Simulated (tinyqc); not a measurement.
From results back to parameters: Koster-Slater impurity in an sp3s* host.

Problem. In the Koster-Slater model a defect shifts the s level of its site by Vs and the p levels by Vp; an A1 level solves 1/Vs = G_s(E) and a T2 level 1/Vp = G_p(E), E from the top of the valence band. A defect has an A1 level at E = 0.5433 eV, one of the energies of the table, and a T2 level at 1.6300 eV.

G(E) of the host (1/eV):
```
E (eV)         G_s        G_p
0.0000  -0.0298167  0.2323881
0.2717  -0.0395648  0.1626512
0.5433  -0.0512502  0.1265719
0.8150  -0.0659260  0.1004167
1.0866  -0.0854272  0.0792913
1.3583  -0.1134549  0.0610133
1.6300  -0.1591536  0.0441631
1.9016  -0.2555441  0.0272061
2.1733  -0.8663730  0.0026257
```

Find: Vs, Vp.

Solution. Read G_s and G_p at the two energies and invert them. Vs is attractive and pulls its level down from the conduction bands. Vp is repulsive and pushes its level up from the valence bands.

Vs, Vp (eV): -19.5  22.6

Computed by tinyqc, a small Python program: `OMP_NUM_THREADS=1 python tinyqc.py 1480467 1480468 out.jsonl` (the numbers bound the seed that draws the inputs); one thread of a shared host (Intel(R) Xeon(R) Processor @ 2.30GHz), about 0.1 s for the whole set of steps.
